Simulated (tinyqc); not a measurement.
Carrier lifetime of an n-type layer with SRH, radiative, Auger and surface recombination: two steps of the calculation.

Uniform excess density dn = dp (no trapping), n = n0 + dn, p = p0 + dn, Boltzmann statistics, full ionisation. Surfaces enter as a rate 2 S dn/d, which holds while diffusion to them is fast.

Parameters, values chosen for the exercise; band and dielectric values those of a made-up semiconductor: temperature T = 400 K; radiative coefficient B = 6.59e-10 cm^3/s; Auger coefficient (two electrons) Cn = 4.5e-30 cm^6/s; Auger coefficient (two holes) Cp = 1e-30 cm^6/s; surface recombination velocity (both faces) S = 1000 cm/s; sample thickness d = 4 um; generation rate G = 2.8e24 cm^-3 s^-1.

Constants: q = 1.602176634e-19 C, kB = 1.380649e-23 J/K, Vt = kB T/q. Results are converted to the units shown.

Problem 1. New dn. With e = n p - ni^2 = dn (n0 + p0 + dn): U_SRH = e/(tp0 (n + n1) + tn0 (p + p1)), U_rad = B e, U_Aug = (Cn n + Cp p) e, U_s = 2 S dn/d. Newton step on ln U(ln dn) = ln G, U the sum: k = d ln U/d ln dn (central difference over factors 1.0001), dn(new) = dn (G/U)^(1/k).

dn at the start = 3e15 cm^-3
n0 = 3.2000000e14 cm^-3
p0 = 2.0396270e6 cm^-3
n1 = 9.7689702e12 cm^-3
p1 = 6.6811610e7 cm^-3
tn0 = 2.8344671e-6 s
tp0 = 0.0028344671 s

Find: U_SRH; U_rad; U_Aug; U_s; k; dn after iteration 1.

Solution 1.

U_SRH = 1.0543e18 cm^-3 s^-1
U_rad = 6.5636e21 cm^-3 s^-1
U_Aug = 1.7868e17 cm^-3 s^-1
U_s = 1.5000e22 cm^-3 s^-1
k = 1.2750
dn after iteration 1 = 1.3634e17 cm^-3

Problem 2. Lifetime, shares and quasi-Fermi splitting. tau = dn/U, shares of U, splitting Vt ln(n p/ni^2), radiative efficiency U_rad/U.

converged dn = 6.1334322e16 cm^-3
ni = 2.5547615e10 cm^-3
n0 = 3.2000000e14 cm^-3
p0 = 2.0396270e6 cm^-3
n1 = 9.7689702e12 cm^-3
p1 = 6.6811610e7 cm^-3
tn0 = 2.8344671e-6 s
tp0 = 0.0028344671 s

Give: tau; shares; quasi-Fermi splitting.

Solution 2.

tau = 2.191e-8 s
shares (%): SRH 0.00, radiative 89.00, Auger 0.05, surface 10.95
quasi-Fermi splitting = 1.013 V

Radiative recombination takes the largest share. dn is 190 times the doping: high injection.

Computed by the program tinyqc: `OMP_NUM_THREADS=1 python tinyqc.py 2300104 2300105 out.jsonl`, one thread of a shared Intel Xeon 2.30GHz, about 0.01 s for the whole run.
